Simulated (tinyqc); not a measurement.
p-type polysilicon, carrier trapping at grain boundaries: one step of the calculation.

One-dimensional grains of size Lg, uniform ionised doping N, monovalent traps Qt at each boundary at a depth Et below (for electrons) or above (for holes) the band edge there, abrupt depletion of width W on each side of a boundary, Boltzmann statistics. xi is the distance from the band edge at the grain centre to the Fermi level. Trapped charge Qt/(1 + exp((xi + VB - Et)/Vt)) = 2 N W, barrier VB = q N W^2/(2 eps0 eps_r).

Problem. Resistivity and effective mobility. n0 = NB exp(-xi/Vt); mean density n0 (1 - 2 W/Lg) by charge balance in a partly depleted grain, and n0 (sqrt(pi)/2) erf(u)/u with u = sqrt(VB/Vt) in a fully depleted one; v = sqrt(kB T/(2 pi ms m0)); barrier resistivity Vt exp(VB/Vt)/(q fe n0 v Lg); grain resistivity (1 - 2 W/Lg)/(q n0 mug); effective mobility 1/(q mean density total resistivity).

Inputs (values chosen for the exercise); values of the order met in polycrystalline silicon: temperature T = 350 K; valence-band density of states at T NB = 3.34e19 cm^-3; grain size Lg = 22 nm; mass for thermionic emission ms = 0.52 m0; correction factor of the emission rate fe = 0.25; mobility inside the grains mug = 110 cm^2/(V s).

Constants: q = 1.602176634e-19 C, kB = 1.380649e-23 J/K, m0 = 9.1093837015e-31 kg, Vt = kB T/q. Results are converted to the units shown.

W = 11 nm
xi = 0.36538596 V
VB = 0.013099636 V

Give: n0; mean density; v; barrier resistivity; grain resistivity; resistivity; effective mobility.

Solution.

n0 = 1.8299e14 cm^-3
mean density = 1.5962e14 cm^-3
v = 4.0294e6 cm/s
barrier resistivity = 716.70 ohm cm
grain resistivity = 0.0000 ohm cm
resistivity = 716.70 ohm cm
effective mobility = 54.560 cm^2/(V s)

The resistivity is 1770 times that of a single crystal with the same N and mobility mug, and the mean density is 0.114 % of N.

Numbers from tinyqc (`OMP_NUM_THREADS=1 python tinyqc.py 2830159 2830160 out.jsonl`; about 0.01 s on one thread of a shared Intel Xeon 2.30GHz).
